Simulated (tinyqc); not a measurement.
Solute against host over temperature: five-frequency model of solute diffusion by vacancies in an fcc metal. Computed by tinyqc, a small Python program. Command: `OMP_NUM_THREADS=1 python tinyqc.py 3028257 3028258 out.jsonl fivefreq walk`. One thread of a shared host (Intel(R) Xeon(R) Processor @ 2.30GHz), about 0.07 s of CPU time with the checks.

A vacancy next to the solute exchanges with it (w2), jumps to one of 4 sites that also neighbour the solute (w1) or to one of 7 that do not (w3); w4 is the reverse of w3 and w0 the host jump.

Inputs (values chosen for the exercise, for a model solute in a host close to silver):
```
quantity                                      value      unit
barrier E0 (host jump)                         0.69        eV
barrier E1 (vacancy circles the solute)       0.639        eV
barrier E2 (exchange)                         0.713        eV
barrier E3 (dissociation)                     0.749        eV
binding energy E_b (positive for attraction)  0.086        eV
vacancy formation energy E_f                    1.1        eV
formation entropy S_f                           1.8       k_B
attempt frequency nu                            8.2       THz
lattice constant a                             4.09  angstrom
temperature T                                   553         K
```

Constants: k_B = 8.617333262e-05 eV/K.

Method:
- w_i = nu exp(-E_i/(k_B T)); detailed balance gives E4 = E3 - E_b.
- Manning: with y = w4/w0, 7F = 7 - (10 y^4 + 180.5 y^3 + 927 y^2 + 1341 y)/(2 y^4 + 40.2 y^3 + 254 y^2 + 597 y + 436); f2 = (2 w1 + 7F w3)/(2 w2 + 2 w1 + 7F w3).
- c_v = exp(S_f - E_f/(k_B T)); host D0 = a^2 c_v w0 x 0.7815; solute D2 = a^2 c_v exp(E_b/(k_B T)) w2 f2; 1 angstrom^2 = 1e-16 cm^2.

Diffusion:
```
T (K)       f2  D0 (cm^2/s)  D2 (cm^2/s)   D2/D0
359    0.92051   4.8219e-27   4.3525e-26  9.0264
415    0.89688   1.1860e-23   7.9243e-23  6.6816
470    0.87675   4.1483e-21   2.2048e-20  5.3148
553    0.85248   3.1529e-18   1.2901e-17  4.0917
636    0.83455   4.2427e-16   1.4302e-15  3.3709
719    0.82142   1.8410e-14   5.3490e-14  2.9055
802    0.81175   3.6605e-13   9.4607e-13  2.5846
```

What follows from these numbers?

The apparent activation energy of D2 is 1.721 eV between the coldest rows and 1.720 eV between the hottest; without correlation it would be E_f - E_b + E2 = 1.727 eV, and the host has 1.790 eV. f2 is not small, so the exchange barrier governs.
